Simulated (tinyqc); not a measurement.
What each input does: propagation of a band-gap error through k.p and effective-mass formulas.

Chain, for a gap E (the reference Eg or another value), with Ep and Dso kept: 1/me = 1 + Ep (E + 2 Dso/3)/(E (E + Dso)); g* = 2 - 2 Ep Dso/(3 E (E + Dso)); g1(E) = g1 + (Ep/3)(1/E - 1/Eg), g2(E) = g2 + (Ep/6)(1/E - 1/Eg), light hole 1/(g1 + 2 g2), heavy hole 1/(g1 - 2 g2) along [100]; optical constant ei(E) = 1 + (ei - 1)(EP/(EP + E - Eg))^2, static e0(E) = ei(E) + e0 - ei.

Donor: R = Ry me/e0^2, a_B = a0 e0/me, Mott density (0.26/a_B)^3. Nc, Nv = 2 (m kT/(4 pi c))^(3/2), c = hbar^2/2m0, ni = sqrt(Nc Nv) exp(-E/2kT). Exciton: Ry mu/e0^2 with 1/mu = 1/me + g1(E). 1 angstrom^-3 = 1e24 cm^-3.

Constants: Ry = 13.60569312 eV; a0 (Bohr radius) = 0.5291772105 angstrom; kB = 8.617333262e-05 eV/K; hbar^2/2m0 = 3.80998211 eV angstrom^2.

Parameters, chosen for this exercise (reference values near those of GaSb, gap at low temperature; shifted at random, so the results belong to these values and not to a real crystal): Eg = 0.823 eV (gap at Gamma to the s-like level); Dso = 0.751 eV (spin-orbit splitting); Ep = 27.5 eV (Kane energy); g1 = 13.44 (Luttinger gamma1); g2 = 4.68 (gamma2); e0 = 15.59 (static dielectric constant); ei = 14.61 (optical dielectric constant); EP = 4.07 eV (mean (Penn) gap); mh = 0.41 m0 (density-of-states mass of the holes); T = 300 K (temperature); Eg2 = 0.741 eV (a wrong gap, of the size a hybrid functional can give).

All at E = Eg2. Each row changes one parameter from the base and keeps the others.

Results:

| case | me (m0) | light hole (m0) | e0 | donor (meV) | exciton (meV) | log10 ni |
|---|---|---|---|---|---|---|
| base | 0.0314 | 0.0396 | 16.16 | 1.635 | 1.120 | 11.757 |
| Eg2 = 0.682 eV | 0.0292 | 0.0365 | 16.58 | 1.443 | 0.989 | 12.229 |
| Dso = 0.691 eV | 0.0311 | 0.0396 | 16.16 | 1.622 | 1.114 | 11.755 |
| Ep = 29.7 eV | 0.0291 | 0.0393 | 16.16 | 1.517 | 1.061 | 11.733 |
| g1 = 12.365 | 0.0314 | 0.0413 | 16.16 | 1.635 | 1.146 | 11.757 |
| EP = 4.396 eV | 0.0314 | 0.0396 | 16.11 | 1.644 | 1.126 | 11.757 |
| ei = 13.441 | 0.0314 | 0.0396 | 16.11 | 1.645 | 1.126 | 11.757 |
| mh = 0.443 m0 | 0.0314 | 0.0396 | 16.16 | 1.635 | 1.120 | 11.783 |
| T = 276 K | 0.0314 | 0.0396 | 16.16 | 1.635 | 1.120 | 11.162 |

The largest shifts from the base row, up to three for each result and ties (the steps differ in size, so this ranks the rows, not the parameters). me (m0): Ep -0.0023, Eg2 -0.0022, Dso -0.0003; unchanged at the printed digits by g1, EP, ei, mh and T. light hole (m0): Eg2 -0.0031, g1 +0.0018, Ep -0.0003; unchanged at the printed digits by Dso, EP, ei, mh and T. e0: Eg2 +0.43, ei -0.05, EP -0.04; unchanged at the printed digits by Dso, Ep, g1, mh and T. donor (meV): Eg2 -0.192, Ep -0.118, Dso -0.013; unchanged at the printed digits by g1, mh and T. exciton (meV): Eg2 -0.131, Ep -0.059, g1 +0.026; unchanged at the printed digits by mh and T. log10 ni: T -0.596, Eg2 +0.472, mh +0.025; unchanged at the printed digits by g1, EP and ei.

tinyqc: `OMP_NUM_THREADS=1 python tinyqc.py 1850754 1850755 out.jsonl`; about 0.01 s, one thread, shared Intel(R) Xeon(R) Processor @ 2.30GHz.
